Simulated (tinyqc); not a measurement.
Signal and retention of a DRAM cell: one step of the calculation.

A stored one starts at Vd and leaks: Cs dV/dt = -I(V), I = a sqrt((V + Vb)/(Vd + Vb)) + b, with a = Ig exp[-(Eg1 q/kB)(1/T - 1/T0)] (generation in a depletion layer) and b = Is exp[-(Es q/kB)(1/T - 1/T0)]. The bit line is precharged to Vd/2, and charge sharing gives the signal (V - Vd/2) Cs/(Cs + Cb).

Task. Failing cells. This time is the median of a log-normal spread: failing cells = Nc erfc(z/sqrt 2)/2, z = ln(t/tr)/sg. One failure is expected at the interval where that count equals 1.

Inputs (values chosen for the exercise):
- sg = 0.57 (deviation of ln(retention time) over the cells)
- Nc = 8.59e9 (cells)
- tr = 32 ms (refresh interval)

retention time = 1.5147782 s

Wanted: z; failing cells; interval for one failure.

Result.

z = 6.767
failing cells = 0.05640
interval for one failure = 40.87 ms

The weakest cell of the array lies about 6.34 deviations out, a factor of 37.1 below the median; the chosen interval is shorter than that time.

Range of the model: Real arrays also hold a tail of unusually leaky cells and cells whose retention varies in time, which this model lacks.

Computed by the program tinyqc: `OMP_NUM_THREADS=1 python tinyqc.py 2130030 2130031 out.jsonl`, one thread of a shared Intel Xeon 2.30GHz, about 0.01 s for the whole run.
